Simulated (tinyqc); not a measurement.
Phase shift across the band: Koster-Slater impurity in a tight-binding band, by Green functions and by supercells. Computed by tinyqc, a small Python program. Command: `OMP_NUM_THREADS=1 python tinyqc.py 3020460 3020461 out.jsonl kosterslater walk`. One thread of a shared host (Intel(R) Xeon(R) Processor @ 2.30GHz), about 0.04 s of CPU time with the checks.

One orbital per site, e(k) = -2 t sum cos(k_i) over 2 direction(s), band from -4 t to 4 t, lattice constant 1. One site has the extra energy U. Spin is left out.

Inputs (values chosen for the exercise, for a model band): hopping t = 0.88 eV; impurity potential U = -2.02 eV; broadening eta = 0.088 eV.

Lattice: square.

Method:
- Outside the band G0(E) = (2/(pi E)) K(m), m = 16 t^2/E^2, K the complete elliptic integral with parameter m.
- A bound state solves 1/U = G0(E).
- Bisection in ln(distance from the edge) between 1e-5 t and |U| + t. Weight on the impurity site: -1/(U^2 dG0/dE), by a central difference with step min(1e-4 t, distance/30). Decay length along an axis: 1/arccosh(1 + distance/(2 t)).
- Inside the band G0(z), z = E + i eta, comes from the chain form 1/(sqrt(y - 2t) sqrt(y + 2t)) (principal roots) at y = z + 2 t cos k, averaged over k in (0, pi) with 200 Gauss-Legendre points.
- delta/pi = -arg(1 - U G0)/pi counts the states added below E (Friedel); host DOS = -Im G0/pi, DOS on the impurity = -Im[G0/(1 - U G0)]/pi; 13 evenly spaced energies from -(band edge + |U| + 2t) to +(band edge + |U| + 2t).

distance from the band edge = 0.110098 eV

level E_b = -3.63010 eV

Across the spectrum:
```
E (eV)   Re G0 (1/eV)  host DOS (1/eV)  DOS on the impurity (1/eV)  delta/pi
-7.3000      -0.14617          0.00064                      0.0013   0.00184
-6.0833      -0.18148          0.00104                      0.0026   0.00330
-4.8667      -0.24494          0.00211                      0.0083   0.00844
-3.6500      -0.46172          0.01826                      1.0167   0.33250
-2.4333      -0.32618          0.10620                      0.1861   0.35086
-1.2167      -0.28094          0.14301                      0.1415   0.35844
0.0000        0.00000          0.29214                      0.0658   0.34254
1.2167        0.28094          0.14301                      0.0436   0.16706
2.4333        0.32618          0.10620                      0.0331   0.12284
3.6500        0.46172          0.01826                      0.0049   0.01907
4.8667        0.24494          0.00211                      0.0009   0.00285
6.0833        0.18148          0.00104                      0.0006   0.00153
7.3000        0.14617          0.00064                      0.0004   0.00100
```

What does the comparison show, and why?

delta/pi starts and ends near zero (+0.002 and +0.001): the impurity moves states but creates none. The level lies only 1.3 eta outside the band, so the broadening smears its step. delta/pi rises at the bound state below the band (-3.630 eV), reaches 0.36 among these rows (1 in the limit of small eta, just above the level) and is paid back by the top of the band.

Extremes, crossings and ranges named in words are read from the listed rows.
